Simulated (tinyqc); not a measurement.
Series resistance and length offset from two lengths at two overdrives.

Question. In strong inversion R W = Rsd + k(x)(L - dL), k(x) = (1 + th1 x)/(mu0 Cox x), x the overdrive, Cox = eps0 eox/tox, with Rsd and dL independent of x. Find dL, Rsd, mu0 and th1.

Values chosen for this exercise: relative permittivity of the gate insulator (close to silicon dioxide) eox = 3.9; insulator thickness tox = 6.3 nm.

Constants: eps0 = 8.8541878128e-14 F/cm where lengths are in cm. Results are converted to the units shown.

total resistance times width (ohm um):
```
	L = 0.12 um	L = 1.4 um
overdrive 0.43 V	1865.35670	21602.9176
overdrive 1.2 V	885.255920	9006.80756
```

Answer. At each overdrive R W is a straight line in L; the two lines cross at L = dL, R W = Rsd. Their slopes give k x = (1 + th1 x)/(mu0 Cox), a straight line in x.

dL = 0.0120 um
Rsd = 200 ohm um
mu0 = 300 cm^2/(V s)
th1 = 0.210 1/V

Computed by the program tinyqc: `OMP_NUM_THREADS=1 python tinyqc.py 2210027 2210028 out.jsonl`, one thread of a shared Intel Xeon 2.30GHz, about 0.01 s for the whole run.
